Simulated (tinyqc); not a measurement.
Slope factor and drain-induced lowering from three currents.

Inverse problem. With source and body at 0 V, I = A exp((Vg + dd Vd)/(nf Vt)) (1 - exp(-Vd/Vt)). Find nf, the swing nf Vt ln 10 and dd.

Parameters, values chosen for the exercise:
- T = 378 K (temperature)

Constants: q = 1.602176634e-19 C, kB = 1.380649e-23 J/K, Vt = kB T/q. Results are converted to the units shown.

currents at (Vg, Vd) = (0, 0.05), (0, 0.8) and (0.06, 0.8) V (nA/um): 0.017486857  0.36117673  1.5953378

Solution. The pair at equal Vd gives nf; the pair at equal Vg, after dividing out the factors 1 - exp(-Vd/Vt), gives dd.

nf = 1.24
swing = 93.0 mV/decade
dd = 0.150

tinyqc, about 0.03 s, one thread, Intel Xeon 2.30GHz (shared host): `OMP_NUM_THREADS=1 python tinyqc.py 2242217 2242218 out.jsonl`
